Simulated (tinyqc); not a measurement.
Vacancy excess varied: nucleation and growth of vacancy voids in a cooling silicon-like crystal. Computed by tinyqc, a small Python program. Command: `OMP_NUM_THREADS=1 python tinyqc.py 3025516 3025517 out.jsonl voids walk`. One thread of a shared host (Intel(R) Xeon(R) Processor @ 2.30GHz), about 0.6 s of CPU time with the checks.

Spherical voids; vacancies are lost only to voids.

Inputs (values chosen for the exercise, for a model crystal): vacancy density at the melting point C_m = 5.8e+14 1/cm^3; formation energy E_f = 4.18 eV; melting point T_m = 1685 K; diffusion prefactor D0 = 0.00066 cm^2/s; migration energy E_m = 0.49 eV; site density rho = 5e+22 1/cm^3; void surface energy gamma = 0.993 J/m^2; cooling rate q = 0.3 K/min; vacancy excess C0 = 3.2e+13 1/cm^3; temperature step = 0.125 K.

Vacancy supply: given.

Constants: k_B = 8.617333262e-05 eV/K; k_B = 1.380649e-23 J/K.

Method:
- C = C0 as given.
- C_e = C_m exp[-(E_f/k_B)(1/T - 1/T_m)]; D = D0 exp(-E_m/(k_B T)); f = k_B T ln(C/C_e); r* = 2 gamma/(rho f); W* = 16 pi gamma^3/(3 rho^2 f^2); Z = f/sqrt(12 pi W* k_B T); I = rho Z (4 pi r* D C) exp(-W*/(k_B T)).
- March down from 1500 K in steps dT, dt = dT/q, with values at the upper end of each step: a class of I dt voids is born with r*; then all classes grow by r^2 += 2 D (C - C_e) dt/rho; C falls by the vacancies added to voids. Stop at 1150 K. T_n is the T of the largest I, N the final count (classes under 1e-6 /cm^3 are dropped), and the mean radius the number average.

initial excess C = 3.20e+13 1/cm^3

At fixed q:
```
C (1/cm^3)   T_n (K)  N (1/cm^3)  mean radius (nm)
1.30e+13    1290.000  1.4452e+06             34.64
1.90e+13    1308.125  1.0777e+06             43.38
3.20e+13    1333.625  7.2054e+05             59.07
5.10e+13    1357.000  5.0291e+05             77.83
8.00e+13    1380.125  3.5548e+05            101.57
```

More vacancies nucleate earlier (T_n rises by 90 K) and give fewer, larger voids: N goes as C^-0.77 and the radius as C^0.59, steeper than the -1/2 and +1/2 of the scaling argument at fixed D, because D rises with T_n.

Extremes, crossings and ranges named in words are read from the listed rows.
